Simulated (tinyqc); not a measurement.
Inside a calculation. Method: Pariser-Parr-Pople SCF with singles CI, for the molecule C=CC=CC=CN=C (SMILES; centres numbered as the heavy atoms are written). One step of it, computed by the program tinyqc.

Problem. Singles CI, singlets. Over the 6 single excitations with the smallest orbital gaps: A = (e_a - e_i) delta + 2 (ia|jb) - (ij|ab), with (pq|rs) = sum c_mp c_mq gamma_mn c_nr c_ns. f = 2/3 w |mu|^2 in atomic units, mu = sqrt2 sum c_ia sum_m c_mi c_ma R_m.

orbital energies (eV): -13.964359  -12.878958  -10.954278  -8.483849  -2.776261  -0.768843  1.070239  2.347566

coefficients:
```
         MO1        MO2        MO3        MO4        MO5        MO6        MO7        MO8
1C  0.070123   0.307953  -0.455860   0.439921   0.394197  -0.424296  -0.356937  -0.189962
2C  0.131712   0.481362  -0.462079   0.193022  -0.161663   0.363848   0.482899   0.329327
3C  0.205176   0.520213  -0.031886  -0.432771  -0.401930   0.122071  -0.357822  -0.441008
4C  0.283466   0.408213   0.356985  -0.352597   0.297027  -0.411986   0.075767   0.487389
5C  0.378792   0.150813   0.475718   0.329062   0.339872   0.284764   0.288605  -0.468281
6C  0.476951  -0.113657   0.208257   0.448396  -0.375869   0.108101  -0.464779   0.382343
7N  0.601541  -0.365092  -0.283686  -0.132113  -0.226435  -0.422661   0.365715  -0.207996
8C  0.349953  -0.259308  -0.316329  -0.361665   0.510527   0.481181  -0.269384   0.121188
```

repulsion gamma_rs (eV), lower triangle:
```
           1C         2C         3C         4C         5C         6C         7N         8C
1C  11.130000
2C   5.345504  11.130000
3C   3.872202   5.346849  11.130000
4C   2.880878   3.872231   5.344561  11.130000
5C   2.343816   2.881414   3.872202   5.345808  11.130000
6C   1.946733   2.343827   2.880878   3.872202   5.344561  11.130000
7N   1.693280   1.964156   2.368736   2.919152   3.940694   5.478268  12.300000
8C   1.467807   1.680513   1.946733   2.343816   2.880878   3.872202   5.476857  11.130000
```

Centres (angstrom, eV; a flat drawing with bonds scaled to 1.40 angstrom):
```
centre          x          y  core charge z          W   gamma_rr
1C      -4.252000  -0.231000              1  11.160000  11.130000
2C      -3.020000   0.434000              1  11.160000  11.130000
3C      -1.828000  -0.299000              1  11.160000  11.130000
4C      -0.596000   0.367000              1  11.160000  11.130000
5C       0.596000  -0.367000              1  11.160000  11.130000
6C       1.828000   0.299000              1  11.160000  11.130000
7N       3.020000  -0.434000              1  14.100000  12.300000
8C       4.252000   0.231000              1  11.160000  11.130000
```

Give: singlet CI matrix; singlet excitation energies; oscillator strengths.

Solution.

singlet CI matrix (eV), lower triangle:
```
         4>5      4>6      3>5      4>7      2>5     3>6
4>5   3.7565
4>6  -0.0243   5.3253
3>5  -0.0021   0.3920   5.7505
4>7   0.0158  -0.0203   0.2313   6.8400
2>5   0.0603   0.1752  -0.0693  -0.4047   7.3538
3>6  -0.2219  -0.2020   0.1630   0.0285  -0.0294  7.6845
```

singlet excitation energies (eV): 3.7417  5.0478  5.9342  6.6651  7.5710  7.7507

oscillator strengths: 2.2894  0.0474  0.0017  0.0052  0.1316  0.1482
